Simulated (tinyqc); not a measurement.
Charge neutrality of a doped semiconductor with incomplete ionisation: one step, computed by the program tinyqc.

Energies are counted from the top of the valence band; E_D is measured down from the conduction band and E_A up from the valence band.

Problem. The closed form for the extrinsic range. With Boltzmann statistics, no electrons and every donor ionised, p (p + N_D) = p1 (N_A - N_D - p) with p1 = (N_v/g_A) exp(-E_A/k_B T). Take the positive root.

Inputs (values chosen for the exercise, modelled on silicon):
```
quantity                   value   unit
donor density N_D        8.1e+17  cm^-3
acceptor density N_A     1.8e+18  cm^-3
acceptor depth E_A        0.0433     eV
acceptor degeneracy g_A        4      -
temperature T                350      K
```

Doping: p-type, compensated. Statistics of the bands: Fermi-Dirac.

N_v = 2.395487e+19 cm^-3

k_B T = 0.03016067 eV

Give: p1; p from the quadratic.

Solution.

p1 = 1.425e+18 cm^-3

p from the quadratic = 5.133e+17 cm^-3
